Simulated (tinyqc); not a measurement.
Inside a calculation. Method: G0W0 on RHF in the sto-3g basis, for H6, spin multiplicity 1. One step of it, computed by the program tinyqc.

Task: Integrals over molecular orbitals. (pq|rs) = sum C_ip C_jq C_kr C_ls (ij|kl), one index at a time.

coefficients C, order 1H 1s, 2H 1s, 3H 1s, 4H 1s, 5H 1s, 6H 1s:
$$\begin{pmatrix}
0.208743 & 0.386945 & -0.397109 & -0.553125 & -0.662740 & 0.431715 \\
0.287451 & 0.417437 & -0.286226 & 0.359200 & 0.733973 & -0.653664 \\
0.391824 & 0.092496 & 0.429130 & 0.569302 & -0.211817 & 0.857235 \\
0.391824 & -0.092496 & 0.429130 & -0.569302 & -0.211817 & -0.857235 \\
0.287451 & -0.417437 & -0.286226 & -0.359200 & 0.733973 & 0.653664 \\
0.208743 & -0.386945 & -0.397109 & 0.553125 & -0.662740 & -0.431715
\end{pmatrix}$$

core Hamiltonian H = T + V (hartree), order 1H 1s, 2H 1s, 3H 1s, 4H 1s, 5H 1s, 6H 1s:
$$\begin{pmatrix}
-1.521769 & -0.940162 & -0.133382 & -0.016218 & -0.000539 & -0.000020 \\
-0.940162 & -1.808021 & -0.696972 & -0.139122 & -0.008501 & -0.000539 \\
-0.133382 & -0.696972 & -1.929108 & -1.051899 & -0.139122 & -0.016218 \\
-0.016218 & -0.139122 & -1.051899 & -1.929108 & -0.696972 & -0.133382 \\
-0.000539 & -0.008501 & -0.139122 & -0.696972 & -1.808021 & -0.940162 \\
-0.000020 & -0.000539 & -0.016218 & -0.133382 & -0.940162 & -1.521769
\end{pmatrix}$$

Two-electron integrals (ij|kl) in chemists' order, unique and non-zero (hartree):
```
(11|11) 0.774606   (21|11) 0.280739   (21|21) 0.133110   (22|11) 0.457696
(22|21) 0.280739   (22|22) 0.774606   (31|11) 0.024168   (31|21) 0.013031
(31|22) 0.032420   (31|31) 0.001611   (32|11) 0.096779   (32|21) 0.059930
(32|22) 0.175966   (32|31) 0.009031   (32|32) 0.058091   (33|11) 0.218613
(33|21) 0.129816   (33|22) 0.378065   (33|31) 0.024168   (33|32) 0.175966
(33|33) 0.774606   (41|11) 0.001954   (41|21) 0.001133   (41|22) 0.003066
(41|31) 0.000161   (41|32) 0.000991   (41|33) 0.003066   (41|41) 0.000018
(42|11) 0.013932   (42|21) 0.008375   (42|22) 0.024168   (42|31) 0.001351
(42|32) 0.009031   (42|33) 0.032420   (42|41) 0.000161   (42|42) 0.001611
(43|11) 0.082935   (43|21) 0.047031   (43|22) 0.129816   (43|31) 0.008375
(43|32) 0.059930   (43|33) 0.280739   (43|41) 0.001133   (43|42) 0.013031
(43|43) 0.133110   (44|11) 0.151931   (44|21) 0.082935   (44|22) 0.218613
(44|31) 0.013932   (44|32) 0.096779   (44|33) 0.457696   (44|41) 0.001954
(44|42) 0.024168   (44|43) 0.280739   (44|44) 0.774606   (51|11) 0.000039
(51|21) 0.000023   (51|22) 0.000064   (51|31) 3.77e-06   (51|32) 0.000025
(51|33) 0.000096   (51|41) 4.63e-07   (51|42) 4.72e-06   (51|43) 0.000039
(51|44) 0.000073   (51|51) 1.41e-08   (52|11) 0.000571   (52|21) 0.000325
(52|22) 0.000898   (52|31) 0.000055   (52|32) 0.000380   (52|33) 0.001580
(52|41) 0.000007   (52|42) 0.000078   (52|43) 0.000737   (52|44) 0.001580
(52|51) 2.37e-07   (52|52) 4.38e-06   (53|11) 0.008534   (53|21) 0.004655
(53|22) 0.012272   (53|31) 0.000778   (53|32) 0.005346   (53|33) 0.024168
(53|41) 0.000105   (53|42) 0.001224   (53|43) 0.013031   (53|44) 0.032420
(53|51) 3.77e-06   (53|52) 0.000078   (53|53) 0.001611   (54|11) 0.040229
(54|21) 0.021327   (54|22) 0.054277   (54|31) 0.003369   (54|32) 0.022299
(54|33) 0.096779   (54|41) 0.000451   (54|42) 0.005346   (54|43) 0.059930
(54|44) 0.175966   (54|51) 0.000017   (54|52) 0.000380   (54|53) 0.009031
(54|54) 0.058091   (55|11) 0.109379   (55|21) 0.056650   (55|22) 0.140216
(55|31) 0.008534   (55|32) 0.054277   (55|33) 0.218613   (55|41) 0.001092
(55|42) 0.012272   (55|43) 0.129816   (55|44) 0.378065   (55|51) 0.000039
(55|52) 0.000898   (55|53) 0.024168   (55|54) 0.175966   (55|55) 0.774606
(61|11) 9.80e-07   (61|21) 5.53e-07   (61|22) 1.51e-06   (61|31) 9.44e-08
(61|32) 6.53e-07   (61|33) 2.79e-06   (61|41) 1.24e-08   (61|42) 1.37e-07
(61|43) 1.31e-06   (61|44) 2.79e-06   (61|52) 7.75e-09   (61|53) 1.37e-07
(61|54) 6.53e-07   (61|55) 1.51e-06   (62|11) 0.000027   (62|21) 0.000015
(62|22) 0.000039   (62|31) 2.44e-06   (62|32) 0.000017   (62|33) 0.000073
(62|41) 3.27e-07   (62|42) 3.77e-06   (62|43) 0.000039   (62|44) 0.000096
(62|51) 1.16e-08   (62|52) 2.37e-07   (62|53) 4.72e-06   (62|54) 0.000025
(62|55) 0.000064   (62|62) 1.41e-08   (63|11) 0.000804   (63|21) 0.000428
(63|22) 0.001092   (63|31) 0.000068   (63|32) 0.000451   (63|33) 0.001954
(63|41) 0.000009   (63|42) 0.000105   (63|43) 0.001133   (63|44) 0.003066
(63|51) 3.27e-07   (63|52) 0.000007   (63|53) 0.000161   (63|54) 0.000991
(63|55) 0.003066   (63|61) 1.24e-08   (63|62) 4.63e-07   (63|63) 0.000018
(64|11) 0.006554   (64|21) 0.003419   (64|22) 0.008534   (64|31) 0.000523
(64|32) 0.003369   (64|33) 0.013932   (64|41) 0.000068   (64|42) 0.000778
(64|43) 0.008375   (64|44) 0.024168   (64|51) 2.44e-06   (64|52) 0.000055
(64|53) 0.001351   (64|54) 0.009031   (64|55) 0.032420   (64|61) 9.44e-08
(64|62) 3.77e-06   (64|63) 0.000161   (64|64) 0.001611   (65|11) 0.045377
(65|21) 0.023214   (65|22) 0.056650   (65|31) 0.003419   (65|32) 0.021327
(65|33) 0.082935   (65|41) 0.000428   (65|42) 0.004655   (65|43) 0.047031
(65|44) 0.129816   (65|51) 0.000015   (65|52) 0.000325   (65|53) 0.008375
(65|54) 0.059930   (65|55) 0.280739   (65|61) 5.53e-07   (65|62) 0.000023
(65|63) 0.001133   (65|64) 0.013031   (65|65) 0.133110   (66|11) 0.089661
(66|21) 0.045377   (66|22) 0.109379   (66|31) 0.006554   (66|32) 0.040229
(66|33) 0.151931   (66|41) 0.000804   (66|42) 0.008534   (66|43) 0.082935
(66|44) 0.218613   (66|51) 0.000027   (66|52) 0.000571   (66|53) 0.013932
(66|54) 0.096779   (66|55) 0.457696   (66|61) 9.80e-07   (66|62) 0.000039
(66|63) 0.001954   (66|64) 0.024168   (66|65) 0.280739   (66|66) 0.774606
```

Give: one-electron integrals over orbitals h = C^T H C; Two-electron integrals over orbitals.

Result:

one-electron integrals over orbitals h = C^T H C (hartree):
$$\begin{pmatrix}
-1.9995 & 0.0000 & -0.1231 & 0.0000 & -0.0686 & 0.0000 \\
0.0000 & -1.8079 & 0.0000 & -0.1498 & 0.0000 & 0.0523 \\
-0.1231 & 0.0000 & -1.7904 & 0.0000 & 0.1275 & 0.0000 \\
0.0000 & -0.1498 & 0.0000 & -1.5261 & 0.0000 & -0.1301 \\
-0.0686 & 0.0000 & 0.1275 & 0.0000 & -1.2952 & 0.0000 \\
0.0000 & 0.0523 & 0.0000 & -0.1301 & 0.0000 & -1.2567
\end{pmatrix}$$

Two-electron integrals over orbitals (pq|rs), unique and non-zero (hartree):
```
(11|11) 0.3801    (21|21) 0.1244    (22|11) 0.2989    (22|22) 0.3572
(31|11) 0.0762    (31|22) -0.0544   (31|31) 0.1233    (32|21) -0.1165
(32|32) 0.1338    (33|11) 0.3502    (33|22) 0.3123    (33|31) 0.0393
(33|33) 0.3491    (41|21) 0.0368    (41|32) 0.0073    (41|41) 0.0832
(42|11) 0.0548    (42|22) -0.0036   (42|31) 0.0492    (42|33) 0.0113
(42|42) 0.0726    (43|21) 0.0607    (43|32) -0.0580   (43|41) 0.0163
(43|43) 0.0813    (44|11) 0.3502    (44|22) 0.3119    (44|31) 0.0376
(44|33) 0.3417    (44|42) 0.0179    (44|44) 0.3534    (51|11) 0.0088
(51|22) 0.0269    (51|31) -0.0226   (51|33) -0.0111   (51|42) 0.0402
(51|44) -0.0048   (51|51) 0.0501    (52|21) 0.0236    (52|32) 0.0057
(52|41) 0.0564    (52|43) -0.0424   (52|52) 0.0933    (53|11) -0.0606
(53|22) -0.0009   (53|31) -0.0519   (53|33) -0.0214   (53|42) -0.0702
(53|44) -0.0179   (53|51) -0.0369   (53|53) 0.0742    (54|21) 0.1165
(54|32) -0.1291   (54|41) -0.0015   (54|43) 0.0595    (54|52) -0.0048
(54|54) 0.1370    (55|11) 0.3100    (55|22) 0.3612    (55|31) -0.0478
(55|33) 0.3214    (55|42) -0.0006   (55|44) 0.3281    (55|51) 0.0271
(55|53) -0.0021   (55|55) 0.3814    (61|21) 0.0016    (61|32) 0.0153
(61|41) 0.0299    (61|43) 0.0548    (61|52) -0.0355   (61|54) -0.0132
(61|61) 0.0703    (62|11) -0.0130   (62|22) -0.0304   (62|31) 0.0208
(62|33) 0.0033    (62|42) -0.0381   (62|44) 0.0054    (62|51) -0.0477
(62|53) 0.0400    (62|55) -0.0299   (62|62) 0.0495    (63|21) 0.0396
(63|32) 0.0010    (63|41) 0.0809    (63|43) 0.0178    (63|52) 0.0572
(63|54) -0.0022   (63|61) 0.0293    (63|63) 0.0854    (64|11) 0.0782
(64|22) -0.0490   (64|31) 0.1199    (64|33) 0.0406    (64|42) 0.0516
(64|44) 0.0415    (64|51) -0.0202   (64|53) -0.0534   (64|55) -0.0511
(64|62) 0.0200    (64|64) 0.1286    (65|21) -0.1279   (65|32) 0.1209
(65|41) -0.0384   (65|43) -0.0646   (65|52) -0.0247   (65|54) -0.1258
(65|61) -0.0026   (65|63) -0.0433   (65|65) 0.1420    (66|11) 0.4012
(66|22) 0.3164    (66|31) 0.0806    (66|33) 0.3715    (66|42) 0.0598
(66|44) 0.3777    (66|51) 0.0104    (66|53) -0.0667   (66|55) 0.3356
(66|62) -0.0150   (66|64) 0.0878    (66|66) 0.4425
```
